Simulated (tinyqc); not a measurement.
Chemical vapour deposition: Grove model, boundary layer, depletion and step coverage: one step, computed by the program tinyqc. Command: `OMP_NUM_THREADS=1 python tinyqc.py 3008509 3008510 out.jsonl cvd walk`. One thread of a shared host (Intel(R) Xeon(R) Processor @ 2.30GHz), about 0.01 s of CPU time with the checks.

A precursor diffuses to the surface and reacts there at first order; each molecule that reacts adds one formula unit of film.

Question. Gas-phase and surface constants. k_s = k0 exp(-E/(k_B T)); C_g = Y p/(k_B T), 1 torr = 133.322 Pa; D = D0 (T/273.15)^1.75 (760/p). Temperatures in kelvin are T(C) + 273.15. Mean speed c = sqrt(8 k_B T/(pi M)); reactive sticking probability beta = 4 k_s/c.

Inputs (values chosen for the exercise, close to those used for polysilicon from silane):
```
quantity,value,unit
prefactor k0 of k_s,1.8e+08,cm/s
activation energy E,1.59,eV
temperature T,660,C
total pressure p,0.19,torr
mole fraction of the precursor Y,0.053,-
gas diffusivity D0 at 273.15 K and 760 torr,0.34,cm^2/s
precursor mass M,32,u
```

Reactor: wafer stack, low pressure.

Constants: k_B = 1.380649e-23 J/K; u = 1.6605390666e-27 kg; k_B = 8.617333262e-05 eV/K.

Give: surface rate constant k_s; precursor density C_g; gas diffusivity D; mean speed c; sticking probability beta.

Answer.

surface rate constant k_s = 0.4655 cm/s

precursor density C_g = 1.042e+14 1/cm^3

gas diffusivity D = 11675 cm^2/s

mean speed c = 78576 cm/s

sticking probability beta = 2.370e-05
